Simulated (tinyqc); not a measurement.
# One electron in a tunnel-coupled double dot: charge qubit, sensing and quantum capacitance: several studies

Basis (left, right), H = [[ep/2, tc], [tc, -ep/2]], splitting Om = sqrt(ep^2 + 4 tc^2), ep = al times the gate voltage. In equilibrium the electron is on the right with the chance P_R = [1 + (ep/Om) tanh(Om/2 kB T)]/2.

Parameters, values chosen for the exercise: tunnel coupling tc = 37 ueV; electron temperature T = 0.063 K; lever arm of the gate on the detuning al = 0.14 eV/V; resonator frequency f0 = 530 MHz; deviation of quasi-static detuning noise se = 12 ueV.

Constants: q = 1.602176634e-19 C, kB = 1.380649e-23 J/K, hbar = 1.054571817e-34 J s, h = 6.62607015e-34 J s, Vt = kB T/q. Results are converted to the units shown.

Each table varies one quantity; the others keep the values above.

## Coherence against detuning

Noise in ep shifts Om by (ep/Om) d + (2 tc^2/Om^3) d^2. For Gaussian d of deviation se the spread of Om is sqrt[(ep se/Om)^2 + 2 (2 tc^2 se^2/Om^3)^2], and T2* is estimated as sqrt(2) hbar/spread; Om T2*/h counts the oscillations within T2*.

Coherence against detuning:
```
ep (ueV)  Om (ueV)  T2* (ns)  oscillations within T2*
0            74.00    0.6765                    12.10
1.9          74.02    0.6608                    11.83
3.7          74.09    0.6222                    11.15
7.4          74.37    0.5153                    9.266
15           75.50    0.3431                    6.264
30           79.85    0.2006                    3.874
56           92.80    0.1280                    2.871
110          132.6   0.09346                    2.996
220          232.1   0.08184                    4.593
```

What does the table show?

T2* falls from 0.676 to 0.0818 ns, towards sqrt(2) hbar/se = 0.0776 ns far from the anticrossing; the first row is 8.27 times the last. First and second order are equal near ep = sqrt(2) se/2 = 8.49 ueV.

## Line shape against detuning

q^2 al^2 dP_R/d(ep) splits into Cq = q^2 al^2 (2 tc^2/Om^3) tanh(Om/2 kB T) and Ct = q^2 al^2 (ep/Om)^2/(4 kB T cosh^2(Om/2 kB T)); Ct appears only if relaxation is faster than the drive. A resonator of frequency f0, capacitance Cp and quality factor Q shifts by df = -f0 Cq/(2 Cp) and its phase by -2 Q Cq/Cp. A Ct of 0 means below 1e-6 aF.

Result of one run:
```
ep (ueV)  Om (ueV)     P_R  Cq (aF)  Ct (aF)
129.5        149.2  0.9341    2.591        0
```

What becomes of these results when the detuning ep is changed from 129.5 to 181.3 ueV, all else the same?

Result of the changed run:
```
ep (ueV)  Om (ueV)     P_R  Cq (aF)  Ct (aF)
181.3        195.8  0.9629    1.145        0
```

The whole series:
```
ep (ueV)  Om (ueV)     P_R  Cq (aF)   Ct (aF)
0            74.00  0.5000    21.22         0
25.9         78.40  0.6652    17.84  3.376e-5
51.8         90.33  0.7867    11.67  1.131e-5
77.7         107.3  0.8621    6.960         0
103.6        127.3  0.9069    4.166         0
129.5        149.2  0.9341    2.591         0
155.4        172.1  0.9514    1.686         0
181.3        195.8  0.9629    1.145         0
207.2        220.0  0.9709   0.8073         0
233.1        244.6  0.9766   0.5878         0
259          269.4  0.9808   0.4399         0
```

Cq falls from 21.2 to 0.440 aF, and Ct goes from 0 through a maximum of 3.38e-5 (at ep = 25.9 ueV among the rows listed) to 0 aF. Among the rows listed Ct reaches at most 1.59e-4 % of the peak of Cq, with tc/kB T = 6.8: the line is set by the coupling, and its half width is near 1.53 tc.

## Peak signal against tunnel coupling

At ep = 0: q^2 al^2 dP_R/d(ep) splits into Cq = q^2 al^2 (2 tc^2/Om^3) tanh(Om/2 kB T) and Ct = q^2 al^2 (ep/Om)^2/(4 kB T cosh^2(Om/2 kB T)); Ct appears only if relaxation is faster than the drive. The slope dP_R/d(ep) there is tanh(tc/kB T)/(4 tc).

Results:
```
tc (ueV)  tc/kB T  Cq (aF)  slope (1/ueV)  2 tc/h (GHz)
0.74       0.1363    143.7        0.04577        0.3579
2.2        0.4052    137.2        0.04368         1.064
3.8        0.7000    124.9        0.03976         1.838
6.5         1.197    100.6        0.03203         3.143
11          2.026    68.93        0.02195         5.320
19          3.500    41.24        0.01313         9.188
34          6.263    23.09       0.007353         16.44
58          10.68    13.54       0.004310         28.05
100         18.42    7.851       0.002500         48.36
```

Estimate the missing row, tc = 1.3 ueV.

Computed row:
```
tc (ueV)  tc/kB T  Cq (aF)  slope (1/ueV)  2 tc/h (GHz)
1.3        0.2395    141.9        0.04519        0.6287
```

With this row back in the table: The peak Cq falls from 144 to 7.85 aF: it levels off at q^2 al^2/(4 kB T) = 145 aF for weak coupling and goes as tc^(-1.00) between the last two rows. Below tc of about kB T the slope measures temperature rather than coupling. For tc = 0.74, 1.3, 2.2 2 tc/h is less than three times the drive frequency f0, so the electron cannot follow adiabatically.

tinyqc, about 0.01 s, one thread, Intel Xeon 2.30GHz (shared host): `OMP_NUM_THREADS=1 python tinyqc.py 2470111 2470112 out.jsonl`
